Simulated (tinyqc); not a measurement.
Inside a calculation: configuration-coordinate model of carrier capture at a defect. Values are carried at full precision from step to step, so a last printed digit may differ when a step is redone from the rounded ones.

Two parabolas of equal curvature k in one coordinate Q: with the carrier free at the band edge, U_f = k Q^2/2; with the carrier trapped, U_t = k (Q - dQ)^2/2 - ET. ER = k dQ^2/2, Huang-Rhys factor S = ER/hw, hw = 0.0646541 sqrt(k/M) eV for k in eV/angstrom^2 and M in u. The curves cross at a height Eb = (ER - ET)^2/(4 ER) above the free minimum.

Constants: kB = 8.617333262e-05 eV/K.

Values chosen for the exercise (of the size met at a DX centre in AlGaAs; not measured data):
- ET = 0.08 eV (thermal depth of the level below the band edge)
- ER = 0.86 eV (relaxation energy)
- hw = 0.011 eV (phonon energy of the mode)
- M = 28 u (mass of the mode)
- T = 350 K (temperature)
- nu = 1e+11 1/s (attempt rate)

## The two parabolas

Form S, k, dQ, the crossing point Qc = (ER - ET)/(k dQ), Eb, and the emission barrier Eb + ET.

S = 78.182
k = 0.8105 eV/angstrom^2
dQ = 1.4568 angstrom
Qc = 0.6606 angstrom

barriers (eV): capture 0.1769, emission 0.2569

ER > ET: the crossing lies between the two minima (large relaxation); at Q = 0 the trapped level lies above the band edge.

## Optical transitions

Vertical ionisation from the trapped minimum costs ET + ER; vertical capture from the free minimum releases ET - ER (none if negative); the band has a standard deviation sqrt(S hw^2 coth(hw/2kT)) with S = ER/hw, and a full width 2.35482 times that.

energies (eV): ionisation peak 0.940, zero-phonon 0.080, emission peak -0.780

coth(hw/2kT) = 5.5444
standard deviation = 0.2290 eV
full width = 0.5393 eV

Vertical capture would need energy: there is no luminescence peak (at most a tail of the broadened line), and a carrier freed by light must cross the barrier Eb to return or tunnel through it; where tunnelling is slow this gives persistent photoconductivity at low temperature. The optical peak exceeds the thermal depth by a factor 11.75.

## The multiphonon factor

Multiphonon factor for giving p = ET/hw phonons to the lattice: W = exp(-S (2 nb + 1)) ((nb + 1)/nb)^(p/2) I_p(x), nb = 1/(exp(hw/kT) - 1), x = 2 S sqrt(nb (nb + 1)), I_p the modified Bessel function. Classical limit: W = hw exp(-Eb/kT)/sqrt(4 pi ER kT). At T = 0: exp(-S) S^p/Gamma(p + 1).

Form p, nb, x and ln W, the classical ln W, and the capture time 1/(nu W).

p, nb, x: 7.2727  2.2722  426.3632

ln W: quantum -9.791, classical -9.813

capture time = 1.79e-07 s

The quantum factor is 1.02 times the classical one at kT/hw = 2.74: the two agree.

## Emission by detailed balance

For equal degeneracies and one band-edge state, emission time = capture time x exp(ET/kT).

ET/kT = 2.652
log10 of the emission time in s = -5.60

## Checks

- Ln W for the nearest whole p against the double Poisson sum over emitted and absorbed phonons: both -9.83612.

tinyqc: `OMP_NUM_THREADS=1 python tinyqc.py 1452207 1452208 out.jsonl`; about 0.01 s, one thread, shared Intel(R) Xeon(R) Processor @ 2.30GHz.
